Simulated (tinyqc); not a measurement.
Defect, radiative and Auger recombination at equal electron and hole densities (ABC model): sweeps and comparisons. A value that a table varies takes the place of the one given here.

J/(e d) = Ae n + B n^2 + C n^3 with Ae = A + 4 S/w (four side walls, carriers spread evenly), e = 1.602176634e-19 C, lengths in cm; internal efficiency IQE = B n^2/(Ae n + B n^2 + C n^3); all injected carriers recombine in the layer.

Values chosen for the exercise (orders of magnitude like those quoted for InGaAs; not measured data):
- A = 7900000 1/s (defect rate)
- B = 9e-11 cm^3/s (radiative coefficient)
- C = 8.8e-29 cm^6/s (Auger coefficient)
- S = 0 cm/s (recombination velocity of the side walls)
- w = 7.2 micrometre (side of the square mesa)
- d = 45 nm (active thickness)
- S2 = 990 cm/s (recombination velocity of the side walls in this comparison)
- J = 250 A/cm^2 (current density)

## Efficiency against current

The slope is d ln(B n^2)/d ln J = 2 (Ae + B n + C n^2)/(Ae + 2 B n + 3 C n^2).

Results:

| J (A/cm^2) | n (1/cm^3) | IQE | slope | differential lifetime (ns) |
|---|---|---|---|---|
| 0.0090 | 1.55e+15 | 0.0174 | 1.966 | 122 |
| 0.040 | 6.53e+15 | 0.0692 | 1.869 | 110 |
| 0.10 | 1.50e+16 | 0.145 | 1.740 | 93.9 |
| 0.60 | 6.08e+16 | 0.399 | 1.382 | 50.5 |
| 2.0 | 1.31e+17 | 0.556 | 1.178 | 27.8 |
| 9.0 | 2.96e+17 | 0.631 | 1.002 | 11.9 |
| 40 | 5.97e+17 | 0.578 | 0.888 | 4.78 |
| 1.0e+02 | 8.86e+17 | 0.509 | 0.837 | 2.67 |
| 6.0e+02 | 1.81e+18 | 0.355 | 0.766 | 0.833 |
| 2.0e+03 | 2.84e+18 | 0.262 | 0.735 | 0.377 |

IQE peaks at 0.631 for J = 9.24 A/cm^2, where the slope passes 1. It is 0.0174 at the lowest current and 0.262 at the highest, a droop of 58 %. The slope runs from 1.97 to 0.73; its limits are 2 (defects alone), 1 (radiation alone) and 2/3 (Auger alone). In the 1 rows above about 2e18 1/cm^3 the bands are degenerate: B saturates and stimulated emission, left out, would clamp n in a laser cavity.

## Shrinking the mesa

S = S2; w takes the values listed.

Results:

| w (micrometre) | Ae (1/s) | IQE_max | J at the peak (A/cm^2) | IQE at J |
|---|---|---|---|---|
| 200 | 8.10e+06 | 0.628 | 9.51 | 0.430 |
| 100 | 8.30e+06 | 0.625 | 9.79 | 0.429 |
| 50 | 8.69e+06 | 0.619 | 10.3 | 0.429 |
| 20 | 9.88e+06 | 0.604 | 12.1 | 0.427 |
| 10 | 1.19e+07 | 0.582 | 15.0 | 0.425 |
| 5 | 1.58e+07 | 0.547 | 21.3 | 0.420 |
| 2 | 2.77e+07 | 0.477 | 42.8 | 0.405 |
| 1 | 4.75e+07 | 0.410 | 85.3 | 0.382 |

The walls equal the bulk defect rate at w = 4 S/A = 5.01 micrometre. From 200 to 1 micrometre the peak efficiency falls from 0.628 to 0.41 and moves to a current 8.97 times higher; at the fixed J the efficiency goes from 0.43 to 0.382. For large w diffusion to the walls, left out here, would limit the loss.

## Spreading the carriers over a thicker layer

d is multiplied by the factor listed, at the same J.

Results:

| factor | n (1/cm^3) | defect | radiative | Auger |
|---|---|---|---|---|
| 0.10 | 3.09e+18 | 0.00703 | 0.247 | 0.746 |
| 0.20 | 2.39e+18 | 0.0109 | 0.296 | 0.693 |
| 0.50 | 1.69e+18 | 0.0192 | 0.370 | 0.611 |
| 1.0 | 1.29e+18 | 0.0293 | 0.430 | 0.541 |
| 2.0 | 9.72e+17 | 0.0443 | 0.490 | 0.466 |
| 5.0 | 6.58e+17 | 0.0750 | 0.563 | 0.362 |
| 10 | 4.83e+17 | 0.110 | 0.605 | 0.285 |
| 20 | 3.48e+17 | 0.158 | 0.628 | 0.214 |

The best factor listed is 20 (IQE 0.6280); the optimum factor equals J/J_peak = 27.1, a layer of 1.22e+03 nm, since only J/d matters and the peak value 0.631 does not depend on d. A thicker layer trades Auger loss (0.746 to 0.214) for defect loss (0.00703 to 0.158).

## What moves the efficiency

IQE_max = Q/(Q + 2) with Q = B/sqrt(Ae C), reached at n = sqrt(Ae/C). Each row changes one parameter from the base and keeps the others.

Results:

| case | n (1/cm^3) | IQE | IQE_max | J at the peak (A/cm^2) |
|---|---|---|---|---|
| base | 1.287e+18 | 0.4298 | 0.6305 | 9.24 |
| A = 15800000 1/s | 1.272e+18 | 0.4199 | 0.5469 | 21.3 |
| B = 1.35e-10 cm^3/s | 1.187e+18 | 0.5485 | 0.7191 | 12.2 |
| C = 1.76e-28 cm^6/s | 1.094e+18 | 0.3106 | 0.5469 | 5.33 |
| d = 90 nm | 9.717e+17 | 0.4901 | 0.6305 | 18.5 |
| J = 750 A/cm^2 | 1.972e+18 | 0.3364 | 0.6305 | 9.24 |

The largest shifts from the base row, up to three for each result and ties (the steps differ in size, so this ranks the rows, not the parameters). n (1/cm^3): J +6.85e+17, d -3.15e+17, C -1.93e+17. IQE: C -0.119, B +0.119, J -0.0934. IQE_max: B +0.0886, A -0.0837, C -0.0837; unchanged at the printed digits by d and J. J at the peak (A/cm^2): A +12.1, d +9.24, C -3.91; unchanged at the printed digits by J.

tinyqc: `OMP_NUM_THREADS=1 python tinyqc.py 1651364 1651365 out.jsonl`; about 0.01 s, one thread, shared Intel(R) Xeon(R) Processor @ 2.30GHz.
